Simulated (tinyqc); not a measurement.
# A chain with uneven site energies and dephasing by Buettiker voltage probes: effect of the dephasing strength

Sites 1 to 3 form a chain with hopping -t. Lead L joins site 1 and lead R site 3, both semi-infinite chains with hopping -t and site energy 0. Every site carries a probe with self-energy -i Gamma_p/2 that draws no net current. Linear response at zero temperature: mu_L = 1, mu_R = 0 in units of the bias.

Sigma = t^2 g(E), g(x) = (x - i sqrt(4 t^2 - x^2))/(2 t^2) for |x| < 2 t and (x - sign(x) sqrt(x^2 - 4 t^2))/(2 t^2) otherwise; Gamma = -2 Im Sigma; G = (E - H - Sigma_L - Sigma_R + i Gamma_p/2)^(-1). With Gamma the broadening by one lead, T_RL = Gamma^2 |G_(3,1)|^2, T_pL = Gamma Gamma_p |G_(p,1)|^2, T_pR = Gamma Gamma_p |G_(p,3)|^2, T_pq = Gamma_p^2 |G_(p,q)|^2 for p != q. No current into probe p: W mu = T_pL with W_pp = T_pL + T_pR + sum_q T_pq and W_pq = -T_pq. Then T_eff = T_RL + sum_p T_pR mu_p, and the resistance is (h/2q^2)/T_eff. Without probes means Gamma_p = 0.

Values chosen for this exercise: hopping (matrix element -t) t = 1 eV; site energies 1 to N U = [0.78, -0.61, 0.65] eV; Fermi energy E = 0.23 eV.

Constants: q = 1.602176634e-19 C, h = 6.62607015e-34 J s. Results are converted to the units shown.

Results:

| gp (eV) | T_RL | through probes | T_eff | resistance (kohm) |
|---|---|---|---|---|
| 0.01 | 0.41621 | 0.0045601 | 0.42077 | 30.673 |
| 0.018 | 0.41247 | 0.0081624 | 0.42064 | 30.683 |
| 0.032 | 0.40601 | 0.014369 | 0.42038 | 30.702 |
| 0.056 | 0.39515 | 0.024727 | 0.41987 | 30.739 |
| 0.18 | 0.34318 | 0.072873 | 0.41605 | 31.021 |
| 0.32 | 0.29225 | 0.11749 | 0.40975 | 31.499 |
| 0.56 | 0.22137 | 0.17410 | 0.39547 | 32.635 |
| 1 | 0.13268 | 0.23047 | 0.36315 | 35.540 |
| 1.8 | 0.053147 | 0.24718 | 0.30033 | 42.975 |

Estimate the missing row, gp = 0.1 eV.

Computed row:

| gp (eV) | T_RL | through probes | T_eff | resistance (kohm) |
|---|---|---|---|---|
| 0.1 | 0.37592 | 0.042816 | 0.41874 | 30.822 |

With this row back in the table: Without probes the transmission is 0.421. T_eff falls from 0.421 to 0.300; the direct part falls from 0.416 to 0.0531 and the part through probes rises from 0.00456 to 0.247. At this energy dephasing lowers T_eff from the start: the probes give back less than the direct part loses.

Computed by the program tinyqc: `OMP_NUM_THREADS=1 python tinyqc.py 2700019 2700020 out.jsonl`, one thread of a shared Intel Xeon 2.30GHz, about 0.01 s for the whole run.
